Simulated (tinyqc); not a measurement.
Heterojunction of two tight-binding chains: one step. Self-energies on the last left site. Three cases, with inputs chosen for the exercise.

Problem. Hoppings t1 (left), t2 (right), tc (interface); g is the surface Green function of a half chain. The rest of the left chain gives S1 = t1^2 g1 = -t1 exp(i k1 a); the right chain gives S2 = tc^2 g2 = -(tc^2/t2) exp(i k2 a).

Case 1.

ka (rad): left 0.2005568, right 0.0859981

t1 = 5.537765 eV
t2 = 2.976549 eV
tc = 4.059978 eV

Case 2.

ka (rad): left 0.5020992, right 0.0774792

t1 = 2.025509 eV
t2 = 1.666659 eV
tc = 1.837344 eV

Case 3.

ka (rad): left 0.3008903, right 0.0751241

t1 = 2.025509 eV
t2 = 2.127293 eV
tc = 2.075777 eV

Give: S1; S2.

Solution.

Case 1.

S1 = -5.42676-1.10321i eV
S2 = -5.51730-0.47565i eV

Case 2.

S1 = -1.77551-0.97481i eV
S2 = -2.01943-0.15678i eV

Case 3.

S1 = -1.93451-0.60030i eV
S2 = -2.01980-0.15202i eV

Computed by tinyqc, one run a case: `OMP_NUM_THREADS=1 python tinyqc.py N N+1 out.jsonl` with N = 1450071, 1450252, 1450656; one thread of a shared Intel(R) Xeon(R) Processor @ 2.30GHz, about 0.01 s a run at most.
